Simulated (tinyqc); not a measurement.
Worked calculation (part 1 of 2): ROHF in the 6-311g basis, for H2, spin multiplicity 3. Computed by tinyqc, a small Python program that keeps every step (integrals from PySCF). Settings: charge = 0, multiplicity = 3, basis = 6-311g, energy threshold = 1e-08, iteration cap = 67, orthogonalisation = symmetric, start = core, DIIS depth = 8, DIIS from iteration = 2, method = ROHF. Command: `OMP_NUM_THREADS=1 python tinyqc.py 30148 30149 out.jsonl` (the two numbers bound the seeds that draw the settings). One thread of a shared host (Intel(R) Xeon(R) Processor @ 2.60GHz), about 0.06 s of CPU time with the checks. Later iterations appear only in the table of the cycle.

## One-electron integrals

Geometry (angstrom):
```
atom,x,y,z
H,0.00000,0.00000,0.00000
H,0.00000,0.00000,0.75200
```

Basis 6-311g: exponents (1/bohr^2) and contraction coefficients of normalised primitives:
```
element,l (shell),exponent,coefficient
H,s (1),33.86500,0.02549
H,s (1),5.09479,0.19037
H,s (1),1.15879,0.85216
H,s (2),0.32584,1.00000
H,s (3),0.10274,1.00000
```

Overlap, kinetic and nuclear-attraction integrals over the contracted functions; the nuclear repulsion is the sum of Za Zb / Rab.

nuclear repulsion = 0.7036931 hartree

overlap S, lower triangle:
```
,1H 1s,1H 2s,1H 3s,2H 1s,2H 2s,2H 3s
1H 1s,1.00000
1H 2s,0.70638,1.00000
1H 3s,0.37366,0.78896,1.00000
2H 1s,0.25958,0.41877,0.30852,1.00000
2H 2s,0.41877,0.71964,0.67383,0.70638,1.00000
2H 3s,0.30852,0.67383,0.90146,0.37366,0.78896,1.00000
```

kinetic energy T (hartree), lower triangle:
```
,1H 1s,1H 2s,1H 3s,2H 1s,2H 2s,2H 3s
1H 1s,2.30435
1H 2s,0.54912,0.48876
1H 3s,0.10635,0.18488,0.15411
2H 1s,0.05519,0.21145,0.07658,2.30435
2H 2s,0.21145,0.27458,0.14130,0.54912,0.48876
2H 3s,0.07658,0.14130,0.12932,0.10635,0.18488,0.15411
```

nuclear attraction V (hartree), lower triangle:
```
,1H 1s,1H 2s,1H 3s,2H 1s,2H 2s,2H 3s
1H 1s,-2.81366
1H 2s,-1.55132,-1.54090
1H 3s,-0.77212,-1.03347,-0.96024
2H 1s,-0.67182,-0.95109,-0.64957,-2.81366
2H 2s,-0.95109,-1.18040,-0.91549,-1.55132,-1.54090
2H 3s,-0.64957,-0.91549,-0.89126,-0.77212,-1.03347,-0.96024
```

core Hamiltonian H = T + V (hartree), lower triangle:
```
,1H 1s,1H 2s,1H 3s,2H 1s,2H 2s,2H 3s
1H 1s,-0.50931
1H 2s,-1.00220,-1.05214
1H 3s,-0.66577,-0.84859,-0.80613
2H 1s,-0.61663,-0.73964,-0.57299,-0.50931
2H 2s,-0.73964,-0.90582,-0.77420,-1.00220,-1.05214
2H 3s,-0.57299,-0.77420,-0.76195,-0.66577,-0.84859,-0.80613
```

## Two-electron integrals

Functions are numbered as in S; the eight-fold symmetry (ij|kl) = (ji|kl) = (kl|ij) leaves the list below.

Two-electron integrals (ij|kl) in chemists' order, unique and non-zero (hartree):
```
i,j,k,l,(ij|kl)
1,1,1,1,1.39303
2,1,1,1,0.82297
2,1,2,1,0.50970
2,2,1,1,0.82290
2,2,2,1,0.54303
2,2,2,2,0.64411
3,1,1,1,0.41126
3,1,2,1,0.25776
3,1,2,2,0.27987
3,1,3,1,0.13079
3,2,1,1,0.54368
3,2,2,1,0.36577
3,2,2,2,0.45267
3,2,3,1,0.18980
3,2,3,2,0.32514
3,3,1,1,0.49402
3,3,2,1,0.34012
3,3,2,2,0.44599
3,3,3,1,0.17804
3,3,3,2,0.33178
3,3,3,3,0.36168
4,1,1,1,0.27778
4,1,2,1,0.17594
4,1,2,2,0.19330
4,1,3,1,0.08950
4,1,3,2,0.13142
4,1,3,3,0.12354
4,1,4,1,0.08382
4,2,1,1,0.32993
4,2,2,1,0.22100
4,2,2,2,0.26754
4,2,3,1,0.11437
4,2,3,2,0.18899
4,2,3,3,0.18692
4,2,4,1,0.11399
4,2,4,2,0.17762
4,3,1,1,0.21658
4,3,2,1,0.14707
4,3,2,2,0.18357
4,3,3,1,0.07649
4,3,3,2,0.13165
4,3,3,3,0.13321
4,3,4,1,0.07652
4,3,4,2,0.12463
4,3,4,3,0.08907
4,4,1,1,0.69006
4,4,2,1,0.47514
4,4,2,2,0.60285
4,4,3,1,0.24805
4,4,3,2,0.43309
4,4,3,3,0.43702
4,4,4,1,0.27778
4,4,4,2,0.47232
4,4,4,3,0.33819
4,4,4,4,1.39303
5,1,1,1,0.47232
5,1,2,1,0.29458
5,1,2,2,0.31730
5,1,3,1,0.14927
5,1,3,2,0.21455
5,1,3,3,0.20047
5,1,4,1,0.11399
5,1,4,2,0.14763
5,1,4,3,0.09867
5,1,4,4,0.32993
5,1,5,1,0.17762
5,2,1,1,0.54304
5,2,2,1,0.36218
5,2,2,2,0.43931
5,2,3,1,0.18735
5,2,3,2,0.31212
5,2,3,3,0.31271
5,2,4,1,0.15105
5,2,4,2,0.22494
5,2,4,3,0.15770
5,2,4,4,0.54304
5,2,5,1,0.22494
5,2,5,2,0.33357
5,3,1,1,0.40484
5,3,2,1,0.27566
5,3,2,2,0.35100
5,3,3,1,0.14368
5,3,3,2,0.25618
5,3,3,3,0.26877
5,3,4,1,0.11717
5,3,4,2,0.18489
5,3,4,3,0.13303
5,3,4,4,0.45772
5,3,5,1,0.17269
5,3,5,2,0.27497
5,3,5,3,0.23717
5,4,1,1,0.47514
5,4,2,1,0.32523
5,4,2,2,0.41182
5,4,3,1,0.16959
5,4,3,2,0.29701
5,4,3,3,0.30263
5,4,4,1,0.17594
5,4,4,2,0.29458
5,4,4,3,0.21213
5,4,4,4,0.82297
5,4,5,1,0.22100
5,4,5,2,0.36218
5,4,5,3,0.30834
5,4,5,4,0.50970
5,5,1,1,0.60285
5,5,2,1,0.41182
5,5,2,2,0.52685
5,5,3,1,0.21485
5,5,3,2,0.38484
5,5,3,3,0.40322
5,5,4,1,0.19330
5,5,4,2,0.31730
5,5,4,3,0.23063
5,5,4,4,0.82290
5,5,5,1,0.26754
5,5,5,2,0.43931
5,5,5,3,0.38278
5,5,5,4,0.54303
5,5,5,5,0.64411
6,1,1,1,0.33819
6,1,2,1,0.21213
6,1,2,2,0.23063
6,1,3,1,0.10767
6,1,3,2,0.15649
6,1,3,3,0.14688
6,1,4,1,0.07652
6,1,4,2,0.09867
6,1,4,3,0.06607
6,1,4,4,0.21658
6,1,5,1,0.12463
6,1,5,2,0.15770
6,1,5,3,0.12122
6,1,5,4,0.14707
6,1,5,5,0.18357
6,1,6,1,0.08907
6,2,1,1,0.45772
6,2,2,1,0.30834
6,2,2,2,0.38278
6,2,3,1,0.16008
6,2,3,2,0.27541
6,2,3,3,0.28185
6,2,4,1,0.11717
6,2,4,2,0.17269
6,2,4,3,0.12122
6,2,4,4,0.40484
6,2,5,1,0.18489
6,2,5,2,0.27497
6,2,5,3,0.22822
6,2,5,4,0.27566
6,2,5,5,0.35100
6,2,6,1,0.13303
6,2,6,2,0.23717
6,3,1,1,0.43138
6,3,2,1,0.29745
6,3,2,2,0.39172
6,3,3,1,0.15580
6,3,3,2,0.29224
6,3,3,3,0.32049
6,3,4,1,0.11491
6,3,4,2,0.17972
6,3,4,3,0.12969
6,3,4,4,0.43138
6,3,5,1,0.17972
6,3,5,2,0.28933
6,3,5,3,0.25383
6,3,5,4,0.29745
6,3,5,5,0.39172
6,3,6,1,0.12969
6,3,6,2,0.25383
6,3,6,3,0.29391
6,4,1,1,0.24805
6,4,2,1,0.16959
6,4,2,2,0.21485
6,4,3,1,0.08842
6,4,3,2,0.15522
6,4,3,3,0.15878
6,4,4,1,0.08950
6,4,4,2,0.14927
6,4,4,3,0.10767
6,4,4,4,0.41126
6,4,5,1,0.11437
6,4,5,2,0.18735
6,4,5,3,0.16008
6,4,5,4,0.25776
6,4,5,5,0.27987
6,4,6,1,0.07649
6,4,6,2,0.14368
6,4,6,3,0.15580
6,4,6,4,0.13079
6,5,1,1,0.43309
6,5,2,1,0.29701
6,5,2,2,0.38484
6,5,3,1,0.15522
6,5,3,2,0.28375
6,5,3,3,0.30320
6,5,4,1,0.13142
6,5,4,2,0.21455
6,5,4,3,0.15649
6,5,4,4,0.54368
6,5,5,1,0.18899
6,5,5,2,0.31212
6,5,5,3,0.27541
6,5,5,4,0.36577
6,5,5,5,0.45267
6,5,6,1,0.13165
6,5,6,2,0.25618
6,5,6,3,0.29224
6,5,6,4,0.18980
6,5,6,5,0.32514
6,6,1,1,0.43702
6,6,2,1,0.30263
6,6,2,2,0.40322
6,6,3,1,0.15878
6,6,3,2,0.30320
6,6,3,3,0.33815
6,6,4,1,0.12354
6,6,4,2,0.20047
6,6,4,3,0.14688
6,6,4,4,0.49402
6,6,5,1,0.18692
6,6,5,2,0.31271
6,6,5,3,0.28185
6,6,5,4,0.34012
6,6,5,5,0.44599
6,6,6,1,0.13321
6,6,6,2,0.26877
6,6,6,3,0.32049
6,6,6,4,0.17804
6,6,6,5,0.33178
6,6,6,6,0.36168
```

## Orthogonalisation

S = U s U^T; symmetric (Loewdin) form X = U s^(-1/2) U^T, so that X^T S X = 1.

eigenvalues of S: 0.03253  0.14002  0.19315  0.84636  0.89365  3.89429

X, lower triangle:
```
,1H 1s,1H 2s,1H 3s,2H 1s,2H 2s,2H 3s
1H 1s,1.37561
1H 2s,-0.75040,2.39371
1H 3s,0.21733,-1.15580,2.80273
2H 1s,-0.01567,-0.00219,-0.03627,1.37561
2H 2s,-0.00219,-0.64860,0.40123,-0.75040,2.39371
2H 3s,-0.03627,0.40123,-1.64166,0.21733,-1.15580,2.80273
```

## Starting guess

The start is the orbitals of the core Hamiltonian; D(s) = C_occ C_occ^T for each spin.

D(alpha) at the start, lower triangle:
```
,1H 1s,1H 2s,1H 3s,2H 1s,2H 2s,2H 3s
1H 1s,0.09897
1H 2s,0.23284,0.70203
1H 3s,0.15881,0.61844,0.64341
2H 1s,0.02482,-0.06123,-0.15003,0.09897
2H 2s,-0.06123,-0.46411,-0.60627,0.23284,0.70203
2H 3s,-0.15003,-0.60627,-0.64279,0.15881,0.61844,0.64341
```

D(beta) at the start, lower triangle:
```
,1H 1s,1H 2s,1H 3s,2H 1s,2H 2s,2H 3s
1H 1s,0.00000
1H 2s,0.00000,0.00000
1H 3s,0.00000,0.00000,0.00000
2H 1s,0.00000,0.00000,0.00000,0.00000
2H 2s,0.00000,0.00000,0.00000,0.00000,0.00000
2H 3s,0.00000,0.00000,0.00000,0.00000,0.00000,0.00000
```

## Iteration 1: building the Fock matrix

J_ij = sum D_kl (ij|kl) with D = D(alpha) + D(beta), K_ij = sum D_kl (ik|jl) for each spin; F = H + J - K(s); E = tr D H + tr D J / 2 - 0.5 sum_s tr D(s) K(s) + E_nn.

Coulomb J (hartree), lower triangle:
```
,1H 1s,1H 2s,1H 3s,2H 1s,2H 2s,2H 3s
1H 1s,1.47279
1H 2s,0.96779,1.15982
1H 3s,0.49904,0.82520,0.83502
2H 1s,0.38944,0.58761,0.41657,1.47279
2H 2s,0.58761,0.86452,0.72061,0.96779,1.15982
2H 3s,0.41657,0.72061,0.76863,0.49904,0.82520,0.83502
```

exchange K(alpha) (hartree), lower triangle:
```
,1H 1s,1H 2s,1H 3s,2H 1s,2H 2s,2H 3s
1H 1s,0.79038
1H 2s,0.70139,0.72503
1H 3s,0.44276,0.49723,0.36405
2H 1s,0.32550,0.45099,0.35862,0.79038
2H 2s,0.45099,0.55781,0.43430,0.70139,0.72503
2H 3s,0.35862,0.43430,0.33815,0.44276,0.49723,0.36405
```

exchange K(beta) (hartree), lower triangle:
```
,1H 1s,1H 2s,1H 3s,2H 1s,2H 2s,2H 3s
1H 1s,0.00000
1H 2s,0.00000,0.00000
1H 3s,0.00000,0.00000,0.00000
2H 1s,0.00000,0.00000,0.00000,0.00000
2H 2s,0.00000,0.00000,0.00000,0.00000,0.00000
2H 3s,0.00000,0.00000,0.00000,0.00000,0.00000,0.00000
```

F(alpha) (hartree), lower triangle:
```
,1H 1s,1H 2s,1H 3s,2H 1s,2H 2s,2H 3s
1H 1s,0.17310
1H 2s,-0.73580,-0.61735
1H 3s,-0.60949,-0.52061,-0.33517
2H 1s,-0.55269,-0.60302,-0.51503,0.17310
2H 2s,-0.60302,-0.59911,-0.48789,-0.73580,-0.61735
2H 3s,-0.51503,-0.48789,-0.33147,-0.60949,-0.52061,-0.33517
```

F(beta) (hartree), lower triangle:
```
,1H 1s,1H 2s,1H 3s,2H 1s,2H 2s,2H 3s
1H 1s,0.96348
1H 2s,-0.03441,0.10768
1H 3s,-0.16673,-0.02338,0.02889
2H 1s,-0.22719,-0.15203,-0.15641,0.96348
2H 2s,-0.15203,-0.04130,-0.05359,-0.03441,0.10768
2H 3s,-0.15641,-0.05359,0.00668,-0.16673,-0.02338,0.02889
```

total energy of this density = -0.7503850 hartree

## Iteration 1: Roothaan effective Fock matrix

With projectors Pc = D(beta) S, Po = (D(alpha) - D(beta)) S, Pv = 1 - D(alpha) S, the block xy is Px^T F Py; with Fc = (F(alpha) + F(beta))/2, the blocks are Fc for cc, oo, vv and cv, F(beta) for co and F(alpha) for ov.

effective F (hartree), lower triangle:
```
,1H 1s,1H 2s,1H 3s,2H 1s,2H 2s,2H 3s
1H 1s,0.48403
1H 2s,-0.41653,-0.21847
1H 3s,-0.38281,-0.21377,-0.08696
2H 1s,-0.39726,-0.37394,-0.32436,0.48403
2H 2s,-0.37394,-0.28135,-0.22114,-0.41653,-0.21847
2H 3s,-0.32436,-0.22114,-0.10540,-0.38281,-0.21377,-0.08696
```

## Iteration 1: diagonalisation and new density

Diagonalise F' = X^T F X, C = X C', fill 2 alpha and 0 beta electrons from the bottom; D(s) = C_occ C_occ^T. Each column has its largest component positive (the first on a tie).

F' = X^T F X (hartree), lower triangle:
```
,1,2,3,4,5,6
1,1.52314
2,-1.20602,0.97191
3,0.01415,-0.31906,0.25633
4,-0.26376,-0.08609,-0.09855,1.52314
5,-0.08609,-0.13593,0.02099,-1.20602,0.97191
6,-0.09855,0.02099,-0.11667,0.01415,-0.31906,0.25633
```

orbital energies (hartree): MO1 -0.40822, MO2 0.09972, MO3 0.27868, MO4 0.51245, MO5 2.36457, MO6 2.65557

coefficients C:
```
,MO1,MO2,MO3,MO4,MO5,MO6
1H 1s,0.22841,0.15474,-0.04589,-0.08654,-1.08167,-1.11735
1H 2s,0.30830,0.48013,-0.68152,-1.57142,1.23736,1.84934
1H 3s,0.08204,1.39695,0.85206,2.77786,-0.49233,-1.20526
2H 1s,0.22841,-0.15474,-0.04589,0.08654,-1.08167,1.11735
2H 2s,0.30830,-0.48013,-0.68152,1.57142,1.23736,-1.84934
2H 3s,0.08204,-1.39695,0.85206,-2.77786,-0.49233,1.20526
```

D(alpha) after iteration 1, lower triangle:
```
,1H 1s,1H 2s,1H 3s,2H 1s,2H 2s,2H 3s
1H 1s,0.07612
1H 2s,0.14472,0.32557
1H 3s,0.23490,0.69601,1.95819
2H 1s,0.02823,-0.00387,-0.19742,0.07612
2H 2s,-0.00387,-0.13547,-0.64542,0.14472,0.32557
2H 3s,-0.19742,-0.64542,-1.94473,0.23490,0.69601,1.95819
```

D(beta) after iteration 1, lower triangle:
```
,1H 1s,1H 2s,1H 3s,2H 1s,2H 2s,2H 3s
1H 1s,0.00000
1H 2s,0.00000,0.00000
1H 3s,0.00000,0.00000,0.00000
2H 1s,0.00000,0.00000,0.00000,0.00000
2H 2s,0.00000,0.00000,0.00000,0.00000,0.00000
2H 3s,0.00000,0.00000,0.00000,0.00000,0.00000,0.00000
```

## Iteration 2: building the Fock matrix

As before.

Coulomb J (hartree), lower triangle:
```
,1H 1s,1H 2s,1H 3s,2H 1s,2H 2s,2H 3s
1H 1s,1.34311
1H 2s,0.88852,1.08031
1H 3s,0.45920,0.77505,0.79729
2H 1s,0.35599,0.53911,0.38311,1.34311
2H 2s,0.53911,0.80298,0.67542,0.88852,1.08031
2H 3s,0.38311,0.67542,0.73250,0.45920,0.77505,0.79729
```

exchange K(alpha) (hartree), lower triangle:
```
,1H 1s,1H 2s,1H 3s,2H 1s,2H 2s,2H 3s
1H 1s,0.67605
1H 2s,0.63006,0.68387
1H 3s,0.41917,0.49475,0.38473
2H 1s,0.31824,0.42940,0.34495,0.67605
2H 2s,0.42940,0.53846,0.43253,0.63006,0.68387
2H 3s,0.34495,0.43253,0.35457,0.41917,0.49475,0.38473
```

exchange K(beta) (hartree), lower triangle:
```
,1H 1s,1H 2s,1H 3s,2H 1s,2H 2s,2H 3s
1H 1s,0.00000
1H 2s,0.00000,0.00000
1H 3s,0.00000,0.00000,0.00000
2H 1s,0.00000,0.00000,0.00000,0.00000
2H 2s,0.00000,0.00000,0.00000,0.00000,0.00000
2H 3s,0.00000,0.00000,0.00000,0.00000,0.00000,0.00000
```

F(alpha) (hartree), lower triangle:
```
,1H 1s,1H 2s,1H 3s,2H 1s,2H 2s,2H 3s
1H 1s,0.15775
1H 2s,-0.74375,-0.65570
1H 3s,-0.62573,-0.56828,-0.39357
2H 1s,-0.57888,-0.62993,-0.53483,0.15775
2H 2s,-0.62993,-0.64131,-0.53131,-0.74375,-0.65570
2H 3s,-0.53483,-0.53131,-0.38402,-0.62573,-0.56828,-0.39357
```

F(beta) (hartree), lower triangle:
```
,1H 1s,1H 2s,1H 3s,2H 1s,2H 2s,2H 3s
1H 1s,0.83380
1H 2s,-0.11368,0.02817
1H 3s,-0.20657,-0.07353,-0.00884
2H 1s,-0.26064,-0.20053,-0.18988,0.83380
2H 2s,-0.20053,-0.10285,-0.09878,-0.11368,0.02817
2H 3s,-0.18988,-0.09878,-0.02945,-0.20657,-0.07353,-0.00884
```

total energy of this density = -0.7750649 hartree

## Iteration 2: Roothaan effective Fock matrix

As before.

effective F (hartree), lower triangle:
```
,1H 1s,1H 2s,1H 3s,2H 1s,2H 2s,2H 3s
1H 1s,0.41990
1H 2s,-0.46798,-0.29634
1H 3s,-0.41799,-0.27101,-0.13240
2H 1s,-0.43646,-0.41825,-0.35239,0.41990
2H 2s,-0.41825,-0.34084,-0.26663,-0.46798,-0.29634
2H 3s,-0.35239,-0.26663,-0.14463,-0.41799,-0.27101,-0.13240
```

## Iteration 2: diagonalisation and new density

As before.

F' = X^T F X (hartree), lower triangle:
```
,1,2,3,4,5,6
1,1.46142
2,-1.19153,0.89859
3,-0.00052,-0.34815,0.24003
4,-0.28081,-0.10172,-0.09187,1.46142
5,-0.10172,-0.13731,0.03177,-1.19153,0.89859
6,-0.09187,0.03177,-0.11649,-0.00052,-0.34815,0.24003
```

orbital energies (hartree): MO1 -0.48862, MO2 0.02586, MO3 0.26445, MO4 0.53378, MO5 2.28959, MO6 2.57502

coefficients C:
```
,MO1,MO2,MO3,MO4,MO5,MO6
1H 1s,0.22875,0.14526,-0.04690,-0.08737,-1.08156,-1.11856
1H 2s,0.32142,0.49636,-0.66968,-1.56981,1.24049,1.84641
1H 3s,0.06602,1.38572,0.85104,2.77737,-0.49649,-1.21927
2H 1s,0.22875,-0.14526,-0.04690,0.08737,-1.08156,1.11856
2H 2s,0.32142,-0.49636,-0.66968,1.56981,1.24049,-1.84641
2H 3s,0.06602,-1.38572,0.85104,-2.77737,-0.49649,1.21927
```

D(alpha) after iteration 2, lower triangle:
```
,1H 1s,1H 2s,1H 3s,2H 1s,2H 2s,2H 3s
1H 1s,0.07343
1H 2s,0.14563,0.34969
1H 3s,0.21639,0.70904,1.92457
2H 1s,0.03123,0.00142,-0.18619,0.07343
2H 2s,0.00142,-0.14306,-0.66660,0.14563,0.34969
2H 3s,-0.18619,-0.66660,-1.91585,0.21639,0.70904,1.92457
```

D(beta) after iteration 2, lower triangle:
```
,1H 1s,1H 2s,1H 3s,2H 1s,2H 2s,2H 3s
1H 1s,0.00000
1H 2s,0.00000,0.00000
1H 3s,0.00000,0.00000,0.00000
2H 1s,0.00000,0.00000,0.00000,0.00000
2H 2s,0.00000,0.00000,0.00000,0.00000,0.00000
2H 3s,0.00000,0.00000,0.00000,0.00000,0.00000,0.00000
```

## Iteration 3: building the Fock matrix

As before.

Coulomb J (hartree), lower triangle:
```
,1H 1s,1H 2s,1H 3s,2H 1s,2H 2s,2H 3s
1H 1s,1.34678
1H 2s,0.89096,1.08295
1H 3s,0.46045,0.77674,0.79857
2H 1s,0.35715,0.54070,0.38418,1.34678
2H 2s,0.54070,0.80505,0.67694,0.89096,1.08295
2H 3s,0.38418,0.67694,0.73371,0.46045,0.77674,0.79857
```

exchange K(alpha) (hartree), lower triangle:
```
,1H 1s,1H 2s,1H 3s,2H 1s,2H 2s,2H 3s
1H 1s,0.67947
1H 2s,0.63324,0.68610
1H 3s,0.41908,0.49319,0.38085
2H 1s,0.32404,0.43343,0.34534,0.67947
2H 2s,0.43343,0.54052,0.43095,0.63324,0.68610
2H 3s,0.34534,0.43095,0.35071,0.41908,0.49319,0.38085
```

exchange K(beta) (hartree), lower triangle:
```
,1H 1s,1H 2s,1H 3s,2H 1s,2H 2s,2H 3s
1H 1s,0.00000
1H 2s,0.00000,0.00000
1H 3s,0.00000,0.00000,0.00000
2H 1s,0.00000,0.00000,0.00000,0.00000
2H 2s,0.00000,0.00000,0.00000,0.00000,0.00000
2H 3s,0.00000,0.00000,0.00000,0.00000,0.00000,0.00000
```

F(alpha) (hartree), lower triangle:
```
,1H 1s,1H 2s,1H 3s,2H 1s,2H 2s,2H 3s
1H 1s,0.15800
1H 2s,-0.74449,-0.65529
1H 3s,-0.62440,-0.56503,-0.38841
2H 1s,-0.58351,-0.63238,-0.53415,0.15800
2H 2s,-0.63238,-0.64129,-0.52821,-0.74449,-0.65529
2H 3s,-0.53415,-0.52821,-0.37894,-0.62440,-0.56503,-0.38841
```

F(beta) (hartree), lower triangle:
```
,1H 1s,1H 2s,1H 3s,2H 1s,2H 2s,2H 3s
1H 1s,0.83747
1H 2s,-0.11125,0.03081
1H 3s,-0.20532,-0.07184,-0.00756
2H 1s,-0.25947,-0.19895,-0.18881,0.83747
2H 2s,-0.19895,-0.10077,-0.09726,-0.11125,0.03081
2H 3s,-0.18881,-0.09726,-0.02823,-0.20532,-0.07184,-0.00756
```

total energy of this density = -0.7755115 hartree

## Iteration 3: Roothaan effective Fock matrix

As before.

effective F (hartree), lower triangle:
```
,1H 1s,1H 2s,1H 3s,2H 1s,2H 2s,2H 3s
1H 1s,0.42346
1H 2s,-0.46529,-0.29295
1H 3s,-0.41612,-0.26896,-0.13182
2H 1s,-0.43728,-0.41689,-0.35086,0.42346
2H 2s,-0.41689,-0.33782,-0.26466,-0.46529,-0.29295
2H 3s,-0.35086,-0.26466,-0.14406,-0.41612,-0.26896,-0.13182
```

## Iteration 3: DIIS over 2 matrices

error matrix X^T (FDS - SDF) X:
```
,1,2,3,4,5,6
1,0.00000,0.00044,0.00105,0.00000,-0.00153,-0.00084
2,-0.00044,0.00000,0.00051,0.00153,0.00000,0.00060
3,-0.00105,-0.00051,0.00000,0.00084,-0.00060,0.00000
4,0.00000,-0.00153,-0.00084,0.00000,0.00044,0.00105
5,0.00153,0.00000,0.00060,-0.00044,0.00000,0.00051
6,0.00084,-0.00060,0.00000,-0.00105,-0.00051,0.00000
```

B (overlaps of the stored error matrices):
```
,1,2
1,1.3339061e-03,7.4319923e-05
2,7.4319923e-05,1.9785612e-05
```

Minimise |sum c_i e_i|^2 with sum c_i = 1: solve [B -1; -1 0][c; lambda] = [0; -1] with B_ij = tr e_i^T e_j, and take F = sum c_i F_i.

DIIS coefficients: -0.04525  1.04525

extrapolated F (hartree), lower triangle:
```
,1H 1s,1H 2s,1H 3s,2H 1s,2H 2s,2H 3s
1H 1s,0.42362
1H 2s,-0.46517,-0.29279
1H 3s,-0.41604,-0.26886,-0.13180
2H 1s,-0.43732,-0.41682,-0.35079,0.42362
2H 2s,-0.41682,-0.33768,-0.26457,-0.46517,-0.29279
2H 3s,-0.35079,-0.26457,-0.14403,-0.41604,-0.26886,-0.13180
```

## Iteration 3: diagonalisation and new density

As before.

F' = X^T F X (hartree), lower triangle:
```
,1,2,3,4,5,6
1,1.46515
2,-1.19128,0.90080
3,0.00049,-0.34779,0.23923
4,-0.28349,-0.10179,-0.09158,1.46515
5,-0.10179,-0.13503,0.03225,-1.19128,0.90080
6,-0.09158,0.03225,-0.11723,0.00049,-0.34779,0.23923
```

orbital energies (hartree): MO1 -0.48511, MO2 0.02714, MO3 0.26257, MO4 0.53490, MO5 2.29198, MO6 2.57889

coefficients C:
```
,MO1,MO2,MO3,MO4,MO5,MO6
1H 1s,0.22921,0.14393,-0.04766,-0.08665,-1.08143,-1.11878
1H 2s,0.31998,0.49394,-0.66955,-1.57298,1.24093,1.84437
1H 3s,0.06733,1.39200,0.85074,2.77484,-0.49683,-1.21787
2H 1s,0.22921,-0.14393,-0.04766,0.08665,-1.08143,1.11878
2H 2s,0.31998,-0.49394,-0.66955,1.57298,1.24093,-1.84437
2H 3s,0.06733,-1.39200,0.85074,-2.77484,-0.49683,1.21787
```

D(alpha) after iteration 3, lower triangle:
```
,1H 1s,1H 2s,1H 3s,2H 1s,2H 2s,2H 3s
1H 1s,0.07325
1H 2s,0.14444,0.34636
1H 3s,0.21578,0.70911,1.94219
2H 1s,0.03182,0.00225,-0.18492,0.07325
2H 2s,0.00225,-0.14159,-0.66602,0.14444,0.34636
2H 3s,-0.18492,-0.66602,-1.93312,0.21578,0.70911,1.94219
```

D(beta) after iteration 3, lower triangle:
```
,1H 1s,1H 2s,1H 3s,2H 1s,2H 2s,2H 3s
1H 1s,0.00000
1H 2s,0.00000,0.00000
1H 3s,0.00000,0.00000,0.00000
2H 1s,0.00000,0.00000,0.00000,0.00000
2H 2s,0.00000,0.00000,0.00000,0.00000,0.00000
2H 3s,0.00000,0.00000,0.00000,0.00000,0.00000,0.00000
```

## Iteration 4: building the Fock matrix

As before.

Coulomb J (hartree), lower triangle:
```
,1H 1s,1H 2s,1H 3s,2H 1s,2H 2s,2H 3s
1H 1s,1.34509
1H 2s,0.88991,1.08188
1H 3s,0.45992,0.77606,0.79806
2H 1s,0.35672,0.54006,0.38373,1.34509
2H 2s,0.54006,0.80422,0.67632,0.88991,1.08188
2H 3s,0.38373,0.67632,0.73322,0.45992,0.77606,0.79806
```

exchange K(alpha) (hartree), lower triangle:
```
,1H 1s,1H 2s,1H 3s,2H 1s,2H 2s,2H 3s
1H 1s,0.67809
1H 2s,0.63230,0.68541
1H 3s,0.41875,0.49304,0.38105
2H 1s,0.32422,0.43325,0.34521,0.67809
2H 2s,0.43325,0.54015,0.43083,0.63230,0.68541
2H 3s,0.34521,0.43083,0.35086,0.41875,0.49304,0.38105
```

exchange K(beta) (hartree), lower triangle:
```
,1H 1s,1H 2s,1H 3s,2H 1s,2H 2s,2H 3s
1H 1s,0.00000
1H 2s,0.00000,0.00000
1H 3s,0.00000,0.00000,0.00000
2H 1s,0.00000,0.00000,0.00000,0.00000
2H 2s,0.00000,0.00000,0.00000,0.00000,0.00000
2H 3s,0.00000,0.00000,0.00000,0.00000,0.00000,0.00000
```

F(alpha) (hartree), lower triangle:
```
,1H 1s,1H 2s,1H 3s,2H 1s,2H 2s,2H 3s
1H 1s,0.15770
1H 2s,-0.74459,-0.65567
1H 3s,-0.62460,-0.56557,-0.38912
2H 1s,-0.58413,-0.63284,-0.53447,0.15770
2H 2s,-0.63284,-0.64175,-0.52871,-0.74459,-0.65567
2H 3s,-0.53447,-0.52871,-0.37959,-0.62460,-0.56557,-0.38912
```

F(beta) (hartree), lower triangle:
```
,1H 1s,1H 2s,1H 3s,2H 1s,2H 2s,2H 3s
1H 1s,0.83578
1H 2s,-0.11229,0.02974
1H 3s,-0.20585,-0.07252,-0.00808
2H 1s,-0.25991,-0.19959,-0.18925,0.83578
2H 2s,-0.19959,-0.10160,-0.09788,-0.11229,0.02974
2H 3s,-0.18925,-0.09788,-0.02873,-0.20585,-0.07252,-0.00808
```

total energy of this density = -0.7755198 hartree
